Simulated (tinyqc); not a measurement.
Slater-Koster d bands of a bcc metal: sweeps and comparisons. A value that a table varies takes the place of the one given here.

Slater-Koster d bands. For a bond with direction cosines (l, m, n) the 5 x 5 block is dds Ps + ddp Pp + ddd (1 - Ps - Pp), the projectors on sigma, pi and delta states about the bond; for instance <xy|xy> = 3 l^2 m^2 dds + (l^2 + m^2 - 4 l^2 m^2) ddp + (n^2 + l^2 m^2) ddd, <xy|yz> = 3 l m^2 n dds + l n (1 - 4 m^2) ddp + l n (m^2 - 1) ddd and <3z2-r2|3z2-r2> = (n^2 - (l^2 + m^2)/2)^2 dds + 3 n^2 (l^2 + m^2) ddp + (3/4)(l^2 + m^2)^2 ddd. H(k) sums the blocks times cos(k.R) over the neighbours; the d level is the zero of energy; k in 2 pi/a.

Neighbours: eight at (a/2)(1,1,1) and equivalents, and six at a(1,0,0) and equivalents with the integrals times f2.

Mesh: k = f1 b1 + f2 b2 + f3 b3 with fractions (j + 1/2)/N, j = 0 to N - 1, and b = (-1,1,1), (1,-1,1), (1,1,-1) for fcc, (0,1,1), (1,0,1), (1,1,0) for bcc, unit vectors for simple cubic. The lowest Nd/10 of all levels are filled with two electrons each; the bond energy is their sum per atom.

Inputs chosen for the exercise (of the size met in Nb; shifted at random, so the results belong to these values and not to a real crystal): dds = -1.302 eV (dd sigma); ddp = 0.586 eV (dd pi); ddd = -0.117 eV (dd delta); f2 = 0.487 (factor on all three integrals for second neighbours); N = 8 (mesh).

## Band filling: full bands against the rectangular model

W = sqrt(12 mu2) with mu2 the mean square level on the mesh; rectangular model: Fermi level W (Nd/10 - 1/2), bond energy -W Nd (10 - Nd)/20. The Fermi level of the mesh is the highest filled level.

Per atom (eV):

| Nd | EF, bands | bond energy, bands | EF, rectangle | bond energy, rectangle |
|---|---|---|---|---|
| 1 | -2.845 | -3.245 | -2.953 | -3.322 |
| 2 | -2.313 | -5.818 | -2.214 | -5.905 |
| 3 | -1.769 | -7.938 | -1.476 | -7.751 |
| 4 | -0.802 | -9.338 | -0.738 | -8.858 |
| 5 | 0.638 | -9.344 | 0.000 | -9.227 |
| 6 | 1.142 | -8.444 | 0.738 | -8.858 |
| 7 | 1.498 | -7.181 | 1.476 | -7.751 |
| 8 | 1.879 | -5.588 | 2.214 | -5.905 |
| 9 | 2.813 | -3.354 | 2.953 | -3.322 |

W = 7.382 eV
full width on the mesh = 8.329 eV

What can be read from the table?

The bond energy is deepest at Nd = 5 (-9.344 eV); the rectangle has its minimum at 5. The two differ most at Nd = 7, by 0.570 eV or 6 % of the deepest value: the second moment fixes the parabola, and higher moments the rest. At Nd = 3 and 7 the bands give -7.938 and -7.181 eV, a skew towards less than half filling.

## Which lattice a d-band metal prefers

fcc has twelve neighbours, bcc eight and six (the six times f2), simple cubic six. The integrals of bcc and sc are scaled so that all three have the second moment of fcc, which stands for equal repulsion (structural energy difference theorem). s and p electrons are left out.

Bond energy per atom:

| Nd | fcc (eV) | bcc - fcc (meV) | sc - fcc (meV) |
|---|---|---|---|
| 1 | -3.872 | 211 | -344 |
| 2 | -6.567 | 2 | -179 |
| 3 | -8.622 | -335 | 127 |
| 4 | -10.094 | -444 | 717 |
| 5 | -10.603 | 59 | 1022 |
| 6 | -10.059 | 530 | 682 |
| 7 | -8.571 | 468 | 75 |
| 8 | -6.413 | 107 | -333 |
| 9 | -3.533 | -252 | -683 |

scale factors: bcc 1.1285, sc 1.4142

mu3/mu2^1.5: fcc -0.092, bcc -0.086, sc 0.000

mu4/mu2^2: fcc 1.814, bcc 1.755, sc 2.644

largest change of a difference when N is raised to 14 = 69 meV

How do the results move?

fcc is lowest for Nd = 5, 6 and 7. bcc is lowest for Nd = 3 and 4. sc is lowest for Nd = 1, 2, 8 and 9. bcc gains most on fcc at Nd = 4 (-444 meV). A small fourth moment marks a two-peaked band, which tends to favour fillings near one half; bcc has -3 % against fcc, and at Nd = 5 it lies +59 meV from fcc, which the fourth moment alone does not explain (differences of a few tens of meV are within the error of the mesh; hcp is left out, and this d-only model can miss the lattice of the real metal). The third moments, from three-membered rings, skew the bands. That simple cubic wins anywhere comes from keeping d bands and equal second moments alone; no transition metal takes it. Differences below about 69 meV are within the error of this mesh, and the s and p electrons left out weigh most where the d band is nearly empty or full.

## What each integral does

Levels at Gamma, E(t2g) = (8/3) dds + (16/9) ddp + (32/9) ddd + f2 (4 ddp + 2 ddd), E(eg) = (16/3) ddp + (8/3) ddd + f2 (3 dds + 3 ddd), and W = sqrt(12 mu2), the width of a rectangular band with the same second moment mu2 = z (dds^2 + 2 ddp^2 + 2 ddd^2)/5, z = 8 + 6 f2^2. Each row changes one parameter from the base and keeps the others.

Results:

| case | t2g (eV) | eg (eV) | W (eV) |
|---|---|---|---|
| base | -1.8187 | 0.7402 | 7.3816 |
| dds = -1.1067 eV | -1.2979 | 1.0255 | 6.6219 |
| ddp = 0.6739 eV | -1.4912 | 1.2090 | 7.7135 |
| ddd = -0.0994 eV | -1.7389 | 0.8128 | 7.3700 |
| f2 = 0.56 | -1.6646 | 0.4294 | 7.5591 |

What can be read from the table?

The largest shifts from the base row, up to three for each result and ties (the steps differ in size, so this ranks the rows, not the parameters). t2g (eV): dds +0.5208, ddp +0.3275, f2 +0.1540. eg (eV): ddp +0.4688, f2 -0.3108, dds +0.2853. W (eV): dds -0.7597, ddp +0.3318, f2 +0.1775. The ratio of the shifts of t2g and eg names the integral: it is the ratio of the coefficients in the two formulas.

Run: tinyqc, `OMP_NUM_THREADS=1 python tinyqc.py 1450003 1450004 out.jsonl`; Intel(R) Xeon(R) Processor @ 2.30GHz, one thread, shared host; about 0.03 s of CPU time with all checks.
